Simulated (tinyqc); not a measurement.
Inside a calculation. Model: molecular dynamics of a small cluster by velocity Verlet steps. Computed by tinyqc, a small Python program that keeps every step. Command: `OMP_NUM_THREADS=1 python tinyqc.py 3020843 3020844 out.jsonl verlet walk`. One thread of a shared host (Intel(R) Xeon(R) Processor @ 2.30GHz), about 0.09 s of CPU time with the checks. Intermediate numbers are printed to about 5 digits and carried at full precision; extremes and crossings named in words are read from the listed rows.

E = sum_i {sum_j A exp(-p (r_ij/r0 - 1)) - xi sqrt(rho_i)}, rho_i = sum_j exp(-2 q (r_ij/r0 - 1)); the force on i is -sum_j w_ij (R_i - R_j)/r_ij with w_ij = -(2p/r0) A exp(-p (r_ij/r0 - 1)) + (xi q/r0) exp(-2 q (r_ij/r0 - 1)) (rho_i^(-1/2) + rho_j^(-1/2)).

Inputs (values chosen for the exercise, for model atoms):
```
quantity       value      unit
length r0       2.37  angstrom
repulsion A     0.13        eV
hopping xi      2.29        eV
decay p         11.6         -
decay q         2.28         -
atomic mass M    174         u
time step dt     4.6        fs
steps            100         -
```

Potential: Gupta. Thermostat: none.

starting positions (angstrom):
```
           x     y      z
atom 1  0.02  0.04   0.01
atom 2  2.14     0  -0.01
atom 3  1.06  1.93   0.03
atom 4  1.12  0.61   1.78
atom 5  1.15  0.67  -1.82
```

starting velocities (angstrom/fs):
```
               x         y         z
atom 1  -0.00079  -0.00041   0.00082
atom 2   0.00063    -1e-05   0.00032
atom 3  -0.00016    -7e-05  -0.00059
atom 4  -0.00126   0.00067   0.00036
atom 5   0.00159  -0.00018  -0.00091
```

Constants: 1 eV/(angstrom u) = 9.648533212e-03 angstrom/fs^2; k_B = 8.617333262e-05 eV/K.

## State at the start

Velocity Verlet: a = c F/M with c = 9.648533212e-3 angstrom/fs^2 per eV/(angstrom u); R(new) = R + v dt + a dt^2/2; v(new) = v + (a + a(new)) dt/2. Kinetic energy K = M v^2/(2c); temperature T = 2K/((3N - 3) k_B), rotation of the cluster included.

forces (eV/angstrom):
```
              x        y        z
atom 1  -2.0392  -0.8253  -0.6507
atom 2   2.1209  -0.6349  -0.2804
atom 3   0.2695   1.0109  -0.3497
atom 4  -0.0423   0.2429   1.1987
atom 5  -0.3088   0.2063   0.0822
```

potential energy = -20.113 eV

kinetic energy = 0.071209 eV

temperature = 137.72 K

## Step 1

The formulas are those given above.

positions after step 1 (angstrom):
```
             x        y        z
atom 1  0.0152   0.0376   0.0134
atom 2  2.1441  -0.0004  -0.0087
atom 3  1.0594   1.9303   0.0271
atom 4  1.1142   0.6132   1.7824
atom 5  1.1571   0.6693  -1.8241
```

new forces (eV/angstrom):
```
              x        y        z
atom 1  -1.8003  -0.7433  -0.7145
atom 2   1.8866  -0.5586  -0.2395
atom 3   0.2586   0.8921  -0.3497
atom 4  -0.0079   0.2325   1.0841
atom 5  -0.3370   0.1773   0.2196
```

velocities after step 1 (angstrom/fs):
```
                 x           y           z
atom 1  -0.0012797  -0.0006100   0.0006459
atom 2   0.0011411  -0.0001622   0.0002537
atom 3  -0.0000926   0.0001727  -0.0006792
atom 4  -0.0012664   0.0007306   0.0006511
atom 5   0.0015076  -0.0001311  -0.0008715
```

total energy = -20.042 eV

## Step 2

The formulas are those given above.

positions after step 2 (angstrom):
```
             x        y        z
atom 1  0.0082   0.0344   0.0159
atom 2  2.1505  -0.0015  -0.0077
atom 3  1.0591   1.9316   0.0238
atom 4  1.1083   0.6167   1.7860
atom 5  1.1639   0.6688  -1.8280
```

new forces (eV/angstrom):
```
              x        y        z
atom 1  -1.4631  -0.6181  -0.7417
atom 2   1.5587  -0.4459  -0.1809
atom 3   0.2427   0.7044  -0.3333
atom 4   0.0209   0.2136   0.8882
atom 5  -0.3591   0.1461   0.3678
```

velocities after step 2 (angstrom/fs):
```
                 x           y           z
atom 1  -0.0016959  -0.0007837   0.0004602
atom 2   0.0015805  -0.0002903   0.0002001
atom 3  -0.0000287   0.0003763  -0.0007663
atom 4  -0.0012648   0.0007875   0.0009027
atom 5   0.0014188  -0.0000898  -0.0007966
```

total energy = -20.043 eV

## Fastest vibration

Relax the cluster, diagonalise the Hessian (central differences): omega_max = sqrt(c lambda_max/M). Verlet steps are stable for omega_max dt < 2.

omega_max = 0.049212 1/fs

shortest period = 127.68 fs

omega_max dt = 0.22637

The step is 1/27.8 of the shortest period.

## The trajectory

Spread = largest minus smallest value. The test of the step is the spread (largest minus smallest) of the total energy over the run without thermostat, against the spread of K; the step passes below 5 %. The mean T is over the second half.

Course of the run (evenly spaced rows):
```
step  t (fs)   U (eV)   K (eV)  U + K (eV)   T (K)
0        0.0  -20.113  0.07121     -20.042  137.72
7       32.2  -20.204  0.16129     -20.043  311.95
14      64.4  -20.130  0.08774     -20.042  169.70
21      96.6  -20.205  0.16244     -20.043  314.18
28     128.8  -20.175  0.13276     -20.042  256.78
35     161.0  -20.188  0.14491     -20.043  280.28
42     193.2  -20.118  0.07628     -20.042  147.53
49     225.4  -20.223  0.17990     -20.043  347.93
56     257.6  -20.142  0.10042     -20.042  194.22
63     289.8  -20.203  0.16034     -20.043  310.11
70     322.0  -20.139  0.09684     -20.042  187.30
77     354.2  -20.227  0.18361     -20.043  355.12
84     386.4  -20.111  0.06879     -20.042  133.04
91     418.6  -20.206  0.16353     -20.043  316.27
98     450.8  -20.152  0.11026     -20.042  213.26
```

spread of the total energy = 0.0015367 eV

spread of the total over spread of K = 0.011583

mean temperature = 249.68 K

The total energy keeps within 1.2 % of the swings of K, so the step passes.

## Energy conservation against the time step

Runs without thermostat over the same span of time, steps x dt; spread = largest minus smallest value. For contrast, the energy gained over the first 30 dt (dt of the inputs) by explicit Euler steps: R(new) = R + v dt, v(new) = v + a dt.

Energy error (eV):
```
dt (fs)  omega_max dt  Verlet, spread of U + K  Euler, gain in U + K
0.575         0.02830               2.4370e-05                0.0283
1.150         0.05659               9.7382e-05                0.0617
2.300         0.11319               3.8905e-04                0.1472
4.600         0.22637               1.5367e-03                0.4271
9.200         0.45275               6.2698e-03                1.7483
13.800        0.67912               1.3986e-02                4.0020
```

The Verlet error grows as dt^2.00 between the first rows, the second order of the method. Euler steps gain energy steadily: over that short span the gain in the first row is already 1200 times the Verlet spread of the whole run, and it grows as dt^1.12, tending to the first order of that method as dt shrinks.

Checks made by the program: time reversal over 50 steps (relative difference below 1e-10).
